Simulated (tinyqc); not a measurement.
What moves the results: ionisation potential and affinity of a slab from the planar-averaged potential. A value that a table varies takes the place of the one given here.

A model of the planar-averaged electrostatic energy of an electron in a periodic cell of N1 periods of A (L1 = N1 n1 h) and N2 periods of vacuum (L2 = N2 n2 h), on z_j = j h: V(z) = f VA + (1 - f) VB + F t(z), VA = V1[0] + V1[1] cos(2 pi z/(n1 h)) + V1[2] cos(4 pi z/(n1 h)), VB the same with V2, n2 and z - L1. f = [tanh(z/w) - tanh((z - L1)/w) + tanh((z - L1 - L2)/w)]/2 + 1/2; t(z) = z - L1/2 in A and (L1/L2)(L1 + L2/2 - z) beyond, so that the cell is periodic.

Running mean over n points, periodic: for odd n the plain mean of the n points centred on j; for even n the n + 1 points with half weight at both ends. The macroscopic average applies the mean over n1 points and then over n2 points.

Inputs chosen for the exercise (gap near that of Si; shifted at random, so the results belong to these values and not to a real crystal):
- h = 0.25 angstrom (grid step)
- n1 = 6 (grid points per period of A)
- n2 = 7 (grid points per period of the vacuum filter)
- V1 = (-11.34, 2.43, -0.56) eV (mean and two harmonics of the potential in A)
- V2 = (0, 0, 0) eV (the same in vacuum)
- w = 0.5 angstrom (width of the interfaces)
- N1 = 4 (periods of A)
- N2 = 4 (periods of vacuum)
- F = 0 eV/angstrom (slope in A from opposite charges on the two interfaces)

## How thick the regions must be

N1 = N2 = N, no slope (F = 0); dV is read at j = floor(N n1/2) and N n1 + floor(N n2/2). The exact value is V2[0] - V1[0].

Results:

| N | L1 (angstrom) | dV (eV) | error (meV) |
|---|---|---|---|
| 1 | 1.50 | 4.2883 | -7051.73 |
| 2 | 3.00 | 10.3868 | -953.18 |
| 3 | 4.50 | 11.2813 | -58.72 |
| 4 | 6.00 | 11.3375 | -2.49 |
| 5 | 7.50 | 11.3399 | -0.13 |
| 6 | 9.00 | 11.3400 | -0.01 |

What does this show, and why?

The error is below 10 meV from N = 4 on. The two windows together span 3.25 angstrom and must fit between the interface tails, which fall as exp(-2 z/w); the errors at N = 2, 3 and 4 are -953.18, -58.72 and -2.49 meV.

## The choice of windows

dV read at j = 12 and 38 after means over the numbers of points listed; ripple is the spread over the five points around each.

Results:

| windows | dV (eV) | ripple in A (meV) | ripple in vacuum (meV) |
|---|---|---|---|
| none | 9.470 | 2805 | 0 |
| 6 only | 11.339 | 1 | 0 |
| 7 only | 11.766 | 642 | 0 |
| 7, 8 | 11.275 | 76 | 2 |
| 6, 7 | 11.338 | 6 | 1 |

Which rows can be used, and how does a wrong window show?

The last row matches both periods and lies -2 meV from the value of a thick cell, V2[0] - V1[0] = 11.340 eV. Against it the raw potential errs by -1.87 eV. Within 20 meV of it lie: 6 only. A window one point too long leaves a ripple of 642 meV in A, against 6 meV in the last row: the ripple is the sign to look for. Rows to use, with under 30 meV of ripple in both regions once the tilt is taken off: 6 only and 6, 7. A row with a large ripple can hit the right value only by chance.

Program tinyqc; command `OMP_NUM_THREADS=1 python tinyqc.py 1881291 1881292 out.jsonl`; about 0.01 s on one thread of a shared Intel(R) Xeon(R) Processor @ 2.30GHz.
